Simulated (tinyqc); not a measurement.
Worked calculation: Gamma, L and X subbands of a thin body with non-parabolic valleys. Values are carried at full precision from step to step, so a last printed digit may differ when a step is redone from the rounded ones.

Hard walls, flat band, c = hbar^2/2m0, energies from the bulk Gamma edge. For a valley at angle theta to the normal 1/m_z = cos^2/ml + sin^2/mt and m_d = sqrt(ml mt^2/m_z). Subband n starts at E_v + e with e (1 + a e) = c (n pi/t)^2/m_z, and its density-of-states mass is taken as m_d (1 + 2 a e), without further growth at higher in-plane energy. Groups are named by valley and degeneracy.

Constants: hbar^2/2m0 = 3.80998211 eV angstrom^2; kB = 8.617333262e-05 eV/K.

Inputs chosen for the exercise (near those of a thin GaAs channel; not measured data): face = 100 (surface); mG = 0.068 m0 (Gamma mass); aG = 0.56 1/eV (Gamma non-parabolicity); EL = 0.245 eV (L edge above Gamma); mL = (1.881, 0.076) m0 (L valleys (four, along <111>): ml, mt); EX = 0.458 eV (X edge above Gamma); mX = (1.349, 0.228) m0 (X valleys (three, along <100>): ml, mt); aS = 0.36 1/eV (non-parabolicity of L and X); t = 80 angstrom (body thickness); Ns = 11 x 1e12/cm^2 (sheet density); T = 300 K (temperature); eot = 12 angstrom (equivalent oxide thickness).

## Valley groups

List degeneracy, edge, m_z, m_d and a.

Groups:
```
group  g  E_v (eV)     m_z     m_d  a (1/eV)
G1     1     0.000  0.0680  0.0680      0.56
L4     4     0.245  0.1117  0.3118      0.36
X1     1     0.458  1.3490  0.2280      0.36
X2     2     0.458  0.2280  0.5546      0.36
```

## Subband edges

n = 1 to 8 for each group; list the ten lowest.

Subbands:
```
subband  g  E (eV)  DOS mass
G1 n=1   1  0.0826    0.0743
G1 n=2   1  0.2964    0.0906
L4 n=1   4  0.2966    0.3234
L4 n=2   4  0.4414    0.3559
X1 n=1   1  0.4623    0.2287
X1 n=2   1  0.4753    0.2308
X2 n=1   2  0.4835    0.5648
X1 n=3   1  0.4967    0.2343
X1 n=4   1  0.5260    0.2392
X2 n=2   2  0.5575    0.5943
```

The lowest subband is G1 n=1, 214 meV below G1 n=2; in the bulk the lowest valley is Gamma.

## Filling and quantum capacitance

n_i = g m/(2 pi c) kB T ln(1 + exp((EF - E_i)/kB T)), sum n_i = Ns (1e12/cm^2 = 1e-4/angstrom^2), c = hbar^2/2m0. Quantum capacitance Cq = 1602.176634 sum g m/(2 pi c) f_i in microfarad/cm^2 with f_i = 1/(1 + exp((E_i - EF)/kB T)); Cox = 34.5313/eot (one gate); C/Cox = Cq/(Cq + Cox), the centroid term left out.

Over the ten listed subbands, named by valley (G, L, X), degeneracy and number.

EF = 0.2731 eV

n_i in the order of the list (1e12/cm^2): [5.912, 0.333, 4.725, 0.023, 0.002, 0.001, 0.004, 0.000, 0.000, 0.000]

Cq = 31.75 microfarad/cm^2
Cox = 2.878 microfarad/cm^2
C/Cox = 0.917

EF lies 191 meV above the lowest edge; Gamma holds 57 % of the electrons. The density of states is ample: only 8 % of the gate capacitance is lost.

## Checks

- Cq against the slope dNs/dEF by finite differences, microfarad/cm^2: both 31.75.

tinyqc: `OMP_NUM_THREADS=1 python tinyqc.py 1250249 1250250 out.jsonl`; about 0.02 s, one thread, shared Intel(R) Xeon(R) Processor @ 2.30GHz.
